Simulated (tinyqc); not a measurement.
# Threshold-voltage variability of a planar MOSFET, analytic estimates: what changes with what

Three independent sources add in quadrature: random dopants in the depleted layer, metal-gate grains of two orientations, and roughness of the two gate edges acting through the roll-off VT = VT(long) - Vr exp(-L/l). These are first-order estimates: no three-dimensional electrostatics, no percolation.

Parameters, values chosen for the exercise; material values close to those of silicon:
```
symbol,value,unit,meaning
T,300,K,temperature
Eg,1.1,eV,band gap
eps_r,11.8,,relative permittivity of the semiconductor
Nc,2.75e19,cm^-3,conduction-band density of states at T
Nv,2.66e19,cm^-3,valence-band density of states at T
Na,4.8e18,cm^-3,channel doping
ti,1.1,nm,oxide-equivalent thickness in inversion
L,20,nm,gate length
W,76,nm,gate width
G,7,nm,metal grain size
dW,0.1,eV,work-function difference of the two grain orientations
p,0.4,,share of the orientation of higher work function
De,0.7,nm,rms roughness of one gate edge
La,10,nm,correlation length of the roughness
l,4.7,nm,decay length of the threshold roll-off
Vr,1.4,V,prefactor of the roll-off
```

Constants: q = 1.602176634e-19 C, kB = 1.380649e-23 J/K, Vt = kB T/q, eps0 = 8.8541878128e-14 F/cm where lengths are in cm. Results are converted to the units shown.

Each table varies one quantity; the others keep the values above.

## Effect of the correlation length of the roughness

ni = sqrt(Nc Nv) exp(-Eg/(2 Vt)), Eg in volts; Cox = 3.9 eps0/ti; Wd = sqrt(4 eps0 eps_r Vt ln(Na/ni)/(q Na)); dopants: s1 = (q/Cox) sqrt(Na Wd/(3 L W)). Grains: Ng = L W/G^2 (at least 1), s2 = dW sqrt(p (1 - p)/Ng). Edges, with exponential correlation and u = W/La: the mean gate length has sL^2 = 2 De^2 (2/u)[1 - (1 - exp(-u))/u]; s3 = sL (Vr/l) exp(-L/l). s = sqrt(s1^2 + s2^2 + s3^2). l and Vr are held fixed.

The same in every row: s1 (mV) = 21.32; s2 (mV) = 8.796.

Effect of the correlation length of the roughness:
```
La (nm),s3 (mV),s (mV),s sqrt(L W) (mV um)
2,0.9471,23.08,0.8998
5,1.467,23.11,0.9008
10,2.000,23.15,0.9024
20,2.616,23.21,0.9048
40,3.190,23.28,0.9076
80,3.614,23.34,0.9100
160,3.877,23.38,0.9116
```

What does the table show?

As La goes from 2 to 160 nm, s rises from 23.1 to 23.4 mV. The dopants are the largest source in the first and the last row. The edge term s3 rises from 0.947 to 3.88 mV: a longer correlation averages out less along the width.

## Effect of the gate width

Same model as above.

l and Vr are held fixed.

Effect of the gate width:
```
W (nm),s1 (mV),s2 (mV),s3 (mV),s (mV),s sqrt(L W) (mV um)
25,37.17,15.34,2.977,40.32,0.9015
41,29.02,11.98,2.548,31.50,0.9020
67,22.70,9.368,2.109,24.65,0.9023
110,17.72,7.311,1.701,19.24,0.9025
180,13.85,5.715,1.355,15.04,0.9027
290,10.91,4.503,1.080,11.85,0.9028
470,8.572,3.537,0.8538,9.312,0.9028
760,6.741,2.782,0.6742,7.323,0.9029
```

What does the comparison show?

As W goes from 25 to 760 nm, s falls from 40.3 to 7.32 mV. The dopants are the largest source in the first and the last row. The product s sqrt(L W) stays near 0.902 mV um: s1 and s2 count independent dopants and grains, so they go as 1/sqrt(L W), and s3 is too small to matter.

## Scaling length and width together

Same model as above.

l and Vr are held fixed. W = 3.8 L in every row; l is held fixed.

Scaling length and width together:
```
L (nm),s1 (mV),s2 (mV),s3 (mV),s (mV),s sqrt(L W) (mV um)
13,32.79,13.53,10.55,37.01,0.9379
16,26.64,10.99,5.138,29.28,0.9132
20,21.32,8.796,2.000,23.15,0.9024
24,17.76,7.330,0.7894,19.23,0.8998
29,14.70,6.066,0.2505,15.90,0.8991
36,11.84,4.887,0.05118,12.81,0.8990
44,9.689,3.998,0.008500,10.48,0.8990
```

As L goes from 13 to 44 nm, s falls from 37.0 to 10.5 mV. The dopants are the largest source in the first and the last row. The product s sqrt(L W) falls from 0.938 to 0.899 mV um: s1 and s2 go as 1/sqrt(L W), so the change comes from s3 alone. For L = 13 to 16 nm the depletion depth exceeds L, so source and drain share much of the charge and s1 is rough.

## Effect of the metal grain size

Same model as above.

l and Vr are held fixed.

The same in every row: s1 (mV) = 21.316; s3 (mV) = 2.0002.

Results:
```
G (nm),s2 (mV),s (mV),s sqrt(L W) (mV um)
2,2.5131,21.556,0.84042
3,3.7697,21.739,0.84753
5,6.2828,22.312,0.86989
7,8.7959,23.146,0.90239
14,17.592,27.710,1.0803
20,25.131,33.014,1.2871
```

Estimate the missing row, G = 10 nm.

Computed row:
```
G (nm),s2 (mV),s (mV),s sqrt(L W) (mV um)
10,12.566,24.825,0.96784
```

With this row back in the table: As G goes from 2 to 20 nm, s rises from 21.6 to 33.0 mV. The largest source is the dopants in the first row and the grains in the last. At G = 20 nm the gate holds under four grains, so the work function takes a few discrete values.

Numbers from tinyqc (`OMP_NUM_THREADS=1 python tinyqc.py 2090124 2090125 out.jsonl`; about 0.02 s on one thread of a shared Intel Xeon 2.30GHz).
